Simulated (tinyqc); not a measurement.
AlGaN/GaN HEMT with access regions, lumped model: two steps of the calculation.

A polarisation-induced electron sheet under a Schottky gate, in series with two ungated access regions and contacts. Drift law v = mu E/(1 + mu E/vs) under the gate. Currents in mA/mm, resistances in ohm mm. No self-heating, no channel-length modulation; fits for polarisation, barrier and offset are chosen for the exercise.

Parameters, values chosen for the exercise; values close to those of AlGaN/GaN structures:
```
symbol,value,unit,meaning
x,0.28,,aluminium share of the barrier
d,15,nm,barrier thickness
eps_r,9.5,,relative permittivity of barrier and channel
mu,1300,cm^2/(V s),channel mobility
vs,1.1e7,cm/s,saturation velocity
Lg,1,um,gate length
Ls,0.5,um,source access length
Ld,8,um,drain access length
Rc,0.46,ohm mm,resistance of each contact
ft,0.42,,share of the drain-access electrons removed by traps
Vg,-1,V,gate voltage
Vd,2,V,drain voltage
Ec,2.9,MV/cm,critical field
te,0.43,um,depth over which the depleted charge spreads
tf,200,nm,insulator under the field plate
ei,3.9,,relative permittivity of that insulator
```

Constants: q = 1.602176634e-19 C, eps0 = 8.8541878128e-14 F/cm where lengths are in cm. Results are converted to the units shown.

Problem 1. Drain current. Access resistance R(L, n) = L/(q mu n sqrt(1 - (I/(q n vs))^2)); Rs = Rc + R(Ls, n0), Rd = Rc + R(Ld, (1 - ft) n0). Vg' = Vg - I Rs, Vd' = Vd - I (Rs + Rd); with u = Vg' - VT, Vc = vs Lg/mu and w the smaller of Vd' and Vc [sqrt(1 + 2 u/Vc) - 1] (0 if negative), the channel gives (mu Cb/Lg)(u w - w^2/2)/(1 + w/Vc). I(new) = I + 0.2 (channel current - I).

I at the start = 220 mA/mm
VT = -3.5444135 V
Cb = 0.56076523 uF/cm^2
n0 = 1.2405523e13 cm^-2

Wanted: Rs; Rd; Vg'; Vd'; channel current; I after iteration 1.

Solution 1.

Rs = 0.6545 ohm mm
Rd = 5.880 ohm mm
Vg' = -1.144 V
Vd' = 0.5623 V
channel current = 521.9 mA/mm
I after iteration 1 = 280.4 mA/mm

Problem 2. On-resistance and breakdown. sigma = (5e13 x + 1.6e13 x^2) cm^-2, phiB = 0.84 + 1.3 x, dEc = 0.7 (1.71 x + x^2) in volts, Cb = eps0 eps_r/d, VT = phiB - dEc - q sigma/Cb, access density n0 = -Cb VT/q. Ron = 2 Rc + Ls/(q mu n0) + Ld/(q mu (1 - ft) n0) + Lg/(mu Cb (Vg - VT)). Off state: a depleted stretch that holds the voltage V has the peak field sqrt(k V), k = 2 q n0/(eps0 eps_r te), so one edge holds V1 = Ec^2/k. The sheet under the plate pinches off at Vf = q n0 (1/Cb + tf/(eps0 ei)); beyond it the gate edge is screened. BV = V1 if Vf >= V1, else Vf + V1, and at most Ec Ld. Specific resistance Ron (Ls + Lg + Ld); figure of merit BV^2 over it.

Find: Ron; Vf; V1; BV; specific resistance; figure of merit.

Solution 2.

Ron = 6.9908 ohm mm
Vf = 118.66 V
V1 = 76.521 V
BV = 76.521 V
specific resistance = 0.66413 mohm cm^2
figure of merit = 8.8168 MW/cm^2

The plate pinches off too late to screen the gate edge, so it adds nothing.

Computed by the program tinyqc: `OMP_NUM_THREADS=1 python tinyqc.py 2570151 2570152 out.jsonl`, one thread of a shared Intel Xeon 2.30GHz, about 0.03 s for the whole run.
